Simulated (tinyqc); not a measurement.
Valley-orbit splitting of a donor ground state, with strain: one step, computed by the program tinyqc.

The basis is the 1s envelope in each valley; energies are counted from the unstrained conduction-band edge. The strain is e_s (a a^T - 1/3) for the unit stress axis a, so valley j along n_j moves by Xi_u e_s w_j with w_j = (n_j.a)^2 - 1/3: +1/6 for x and y, -1/3 for z. The splitting at the zone boundary that a [110] shear adds for <100> valleys is left out.

Task: Levels without strain. By symmetry: E(A1) = E_0 + Lambda + 4 Delta_1 + Delta_2 (one state), E(T2) = E_0 + Lambda - Delta_2 (three), E(E) = E_0 + Lambda - 2 Delta_1 + Delta_2 (two), as binding energies.

Inputs (values chosen for the exercise, modelled on donors in silicon): single-valley binding energy E_0 = 31.7 meV; central-cell shift Lambda = 6.5 meV; coupling Delta_1 = 1.39 meV; coupling Delta_2 = 1.03 meV.

Valleys: six along <100>. Stress axis: [110].

Give: E(A1); E(T2); E(E).

Result:

E(A1) = 44.79 meV

E(T2) = 37.17 meV

E(E) = 36.45 meV

Only A1 has all valley amplitudes in phase, so only it has weight at the nucleus. Of the upper states T2 is bound more strongly, because Delta_1 is larger than Delta_2.
